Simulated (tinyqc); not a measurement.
From results back to parameters: standing waves and exposure in a photoresist film. Five cases, with inputs chosen for the exercise.

Problem. Bleaching of a resist on an index-matched plate: T(0) = T12 exp(-(A + B) d), T(end) = T12 exp(-B d), T12 = 1 - ((n1 - 1)/(n1 + 1))^2, and the first slope dT/dD = T(0) C A T12 (1 - exp(-(A + B) d))/(A + B). Here d = dT and D is the dose; A, B and C are hidden.

Find: A; B; C.

Method. A = ln(T(end)/T(0))/d, B = ln(T12/T(end))/d, and the slope then gives C.

Case 1.

Values chosen (out of a larger set: a resist on Si, indices near tabulated ones; not measured data): n1 = 1.672 (resist index); dT = 0.193 micrometre (resist thickness on an index-matched plate).

T(0) = 0.823123
T(end) = 0.835931
dT/dD = 0.00027919 cm^2/mJ

Solution.

A = 0.08 1/micrometre
B = 0.59 1/micrometre
C = 0.025 cm^2/mJ

Case 2.

Values chosen (out of a larger set: a resist on Cu, indices near tabulated ones; not measured data): n1 = 1.774 (resist index); dT = 0.423 micrometre (resist thickness on an index-matched plate).

T(0) = 0.640934
T(end) = 0.657409
dT/dD = 0.00049042 cm^2/mJ

Solution.

A = 0.06 1/micrometre
B = 0.80 1/micrometre
C = 0.039 cm^2/mJ

Case 3.

Values chosen (out of a larger set: a resist on Cu, indices near tabulated ones; not measured data): n1 = 1.706 (resist index); dT = 0.687 micrometre (resist thickness on an index-matched plate).

T(0) = 0.512637
T(end) = 0.900462
dT/dD = 0.0032415 cm^2/mJ

Solution.

A = 0.82 1/micrometre
B = 0.05 1/micrometre
C = 0.016 cm^2/mJ

Case 4.

Values chosen (out of a larger set: a resist on Si, indices near tabulated ones; not measured data): n1 = 1.733 (resist index); dT = 0.463 micrometre (resist thickness on an index-matched plate).

T(0) = 0.629033
T(end) = 0.661900
dT/dD = 0.00086213 cm^2/mJ

Solution.

A = 0.11 1/micrometre
B = 0.73 1/micrometre
C = 0.035 cm^2/mJ

Case 5.

Values chosen (out of a larger set: a resist on Si, indices near tabulated ones; not measured data): n1 = 1.686 (resist index); dT = 0.707 micrometre (resist thickness on an index-matched plate).

T(0) = 0.561865
T(end) = 0.895948
dT/dD = 0.0061460 cm^2/mJ

Solution.

A = 0.66 1/micrometre
B = 0.06 1/micrometre
C = 0.032 cm^2/mJ

Computed by tinyqc, one run a case: `OMP_NUM_THREADS=1 python tinyqc.py N N+1 out.jsonl` with N = 1652547, 1652586, 1652720, 1652741, 1652744; one thread of a shared Intel(R) Xeon(R) Processor @ 2.30GHz, about 0.01 s a run at most.
